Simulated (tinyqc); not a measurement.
Floating body of a partially depleted SOI transistor: body voltage and kink: one step of the calculation.

Source at 0 V. Channel current Ic = 2 nf K Vt^2 [F(0) - F(Vd)](1 + la Vd), F(V) = ln^2(1 + exp((Vg - VT - nf V)/(2 nf Vt))), VT = VT0 - gb Vb. Saturation voltage Vs = 2 Vt sqrt(F(0)) + 3 Vt, excess Ve = (Vd - Vs + sqrt((Vd - Vs)^2 + 0.0004 V^2))/2, multiplication M1 = Ai Ve exp(-Bl/Ve). Each junction passes D(v) = J1 (exp(v/Vt) - 1) + J2 (exp(v/(2 Vt)) - 1). Bipolar current Ib = bb J1 (exp(Vb/Vt) - 1). The body settles where M1 (Ic + Ib) = D(Vb) + D(Vb - Vd) + Vb/Rb; drain current Id = (1 + M1)(Ic + Ib) - D(Vb - Vd).

Task. New Vb. Current into the body I_in = M1 (Ic + Ib) - D(Vb - Vd), current out I_out = D(Vb) + Vb/Rb; f = ln(I_in/I_out), s = df/dVb by central differences over 1e-5 V, Vb(new) = Vb - f/s.

Values chosen for this exercise; values of the order met in partially depleted silicon-on-insulator transistors:
- T = 358 K (temperature)
- VT0 = 0.51 V (threshold at zero body voltage)
- gb = 0.24 (fall of the threshold per volt of body voltage)
- nf = 1.38 (slope factor)
- K = 250 uA/(V^2 um) (gain factor per width)
- la = 0.09 1/V (channel-length modulation factor)
- Ai = 1.72 1/V (impact-ionisation prefactor)
- Bl = 5.6 V (impact-ionisation voltage)
- J1 = 2.7e-11 uA/um (diffusion saturation current of each junction)
- J2 = 4.5e-7 uA/um (recombination saturation current of each junction)
- bb = 1 (gain of the lateral bipolar transistor on the diffusion current)
- Rb = 1e9 kohm um (resistance of a weak body tie to the source (1e9 stands for no tie, and the term is then dropped))
- Vg = 0.8 V (gate voltage)
- Vd = 1.5 V (drain voltage)

Constants: q = 1.602176634e-19 C, kB = 1.380649e-23 J/K, Vt = kB T/q. Results are converted to the units shown.

Vb at the start = 0.8 V

Find: Ic; Ve; M1; I_in; I_out; f; s; Vb after iteration 1.

Result.

Ic = 23.91 uA/um
Ve = 1.058 V
M1 = 0.009150
I_in = 0.2640 uA/um
I_out = 5.129 uA/um
f = -2.967
s = -26.47 1/V
Vb after iteration 1 = 0.6879 V

Range of the model: The multiplication law is an empirical form chosen for the exercise; self-heating and capacitive coupling to the body are left out, and the linear laws are rough once Vb passes about 0.7 V or M1 about 0.1.

Computed by the program tinyqc: `OMP_NUM_THREADS=1 python tinyqc.py 2182241 2182242 out.jsonl`, one thread of a shared Intel Xeon 2.30GHz, about 0.2 s for the whole run.
